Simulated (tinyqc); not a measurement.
Inside a calculation. Method: sp3 tight binding, zinc-blende lattice. One step of it, computed by the program tinyqc.

Question. Levels at X. Diagonalise the Hermitian matrix.

H(k) at X (eV):
```
                     a s                a px                a py                a pz
a s           -13.240000            0.000000            0.000000            0.000000
a px            0.000000           -6.970000            0.000000            0.000000
a py            0.000000            0.000000           -6.970000            0.000000
a pz            0.000000            0.000000            0.000000           -6.970000
c s             0.000000  0.000000+3.294770i            0.000000            0.000000
c px  0.000000-3.294770i            0.000000            0.000000            0.000000
c py            0.000000            0.000000            0.000000  0.000000-3.817869i
c pz            0.000000            0.000000  0.000000-3.817869i            0.000000

                     c s                c px                c py                c pz
a s             0.000000  0.000000+3.294770i            0.000000            0.000000
a px  0.000000-3.294770i            0.000000            0.000000            0.000000
a py            0.000000            0.000000            0.000000  0.000000+3.817869i
a pz            0.000000            0.000000  0.000000+3.817869i            0.000000
c s           -13.240000            0.000000            0.000000            0.000000
c px            0.000000           -6.970000            0.000000            0.000000
c py            0.000000            0.000000           -6.970000            0.000000
c pz            0.000000            0.000000            0.000000           -6.970000
```

Give: eigenvalues.

Answer.

eigenvalues (eV): -14.6529  -14.6529  -10.7879  -10.7879  -5.5571  -5.5571  -3.1521  -3.1521
